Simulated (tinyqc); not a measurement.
Inputs raised by 5 %, one at a time: size effects in the resistivity of thin metal films and interconnect lines. Computed by tinyqc, a small Python program. Command: `OMP_NUM_THREADS=1 python tinyqc.py 3025270 3025271 out.jsonl size sens`. One thread of a shared host (Intel(R) Xeon(R) Processor @ 2.30GHz), about 0.01 s of CPU time with the checks.

Electrons lose their drift at surfaces (a share 1 - p of the hits) and at grain boundaries (reflection R), besides bulk scattering. The line sits in a trench with a non-conducting liner on both walls and the bottom; the spacing equals the drawn width.

Inputs (values chosen for the exercise, modelled on gold): bulk resistivity rho_b = 2.13 microohm cm; bulk mean free path lambda = 35.8 nm; specularity p = 0; grain-boundary reflection R = 0.24; drawn line width w = 4.2 nm; grain size over metal width = 0.62; aspect ratio (height over width) = 1.6; liner thickness t = 0.4 nm; line length = 7 micrometre; permittivity of the dielectric k = 2.4.

Geometry: line.

Constants: eps_0 = 8.8541878128e-12 F/m.

Method:
- Metal width w_m = w - 2t, height h_m = (aspect ratio) w - t, grain size D = (ratio) w_m.
- Mayadas-Shatzkes: alpha = (lambda/D) R/(1 - R); rho_b/rho = 1 - 3 alpha/2 + 3 alpha^2 - 3 alpha^3 ln(1 + 1/alpha).
- Fuchs-Sondheimer film: rho_b/rho = 1 - (3/(2 kappa))(1 - p) int_0^1 (s - s^3)(1 - exp(-kappa/s))/(1 - p exp(-kappa/s)) ds, f = rho/rho_b, kappa = thickness/lambda, 80 Gauss-Legendre points.
- Line: the excess of a film of thickness w_m and of a film of thickness h_m are added, rho/rho_b = 1 + (f(w_m) - 1) + (f(h_m) - 1), an estimate that holds best when both sides exceed lambda.
- Total: rho = rho_b [1 + surface excess + grain excess]; resistance per length rho/(w_m h_m); capacitance per length C = 2 k eps_0 (aspect ratio + 1/2), a parallel-plate estimate for two neighbours plus a fixed term for the planes above and below; delay 0.38 R C L^2; effective resistivity per drawn area.

Runs; columns: (1) input moved; (2) from; (3) to; (4) resistivity rho (microohm cm); (5) resistance per length (ohm/micrometre); (6) rho/rho_b from surfaces; (7) rho/rho_b from grains:
```
(1)                                    (2)     (3)    (4)    (5)    (6)    (7)
base run                                 -       -  30.87  14368  7.283  8.211
bulk resistivity rho_b (microohm cm)  2.13  2.2365  32.42  15086  7.283  8.211
grain-boundary reflection R           0.24   0.252  31.89  14842  7.283  8.690
drawn line width w (nm)                4.2    4.41  29.36  12218  6.988  7.795
grain size over metal width           0.62   0.651  30.15  14030  7.283  7.871
aspect ratio (height over width)       1.6    1.68  30.66  13547  7.181  8.211
liner thickness t (nm)                 0.4    0.42  31.15  14717  7.329  8.297
permittivity of the dielectric k       2.4    2.52  30.87  14368  7.283  8.211
```

Exponents ln(y'/y) / ln(x'/x):
```
input                             resistivity rho  resistance per length  rho/rho_b from surfaces  rho/rho_b from grains
bulk resistivity rho_b                      1.000                  1.000                    0.000                  0.000
grain-boundary reflection R                 0.665                  0.665                    0.000                  1.160
drawn line width w                         -1.032                 -3.322                   -0.849                 -1.066
grain size over metal width                -0.488                 -0.488                    0.000                 -0.869
aspect ratio (height over width)           -0.145                 -1.206                   -0.289                  0.000
liner thickness t                           0.184                  0.492                    0.128                  0.212
permittivity of the dielectric k            0.000                  0.000                    0.000                  0.000
```

Among the inputs moved here: resistivity rho answers most in size to drawn line width w (exponent -1.032), next to bulk resistivity rho_b (+1.000); its exponent is below 0.0005 for permittivity of the dielectric k. Its exponent +1.000 in bulk resistivity rho_b: everything scales with rho_b at fixed lambda. Resistance per length answers most in size to drawn line width w (exponent -3.322), next to aspect ratio (height over width) (-1.206); its exponent is below 0.0005 for permittivity of the dielectric k. rho/rho_b from surfaces answers most in size to drawn line width w (exponent -0.849), next to aspect ratio (height over width) (-0.289); its exponent is below 0.0005 for bulk resistivity rho_b, grain-boundary reflection R, grain size over metal width, permittivity of the dielectric k. rho/rho_b from grains answers most in size to grain-boundary reflection R (exponent +1.160), next to drawn line width w (-1.066); its exponent is below 0.0005 for bulk resistivity rho_b, aspect ratio (height over width), permittivity of the dielectric k.

Caution (all rows): for lines much narrower than lambda adding the two film terms and the grain term underestimates the resistivity.
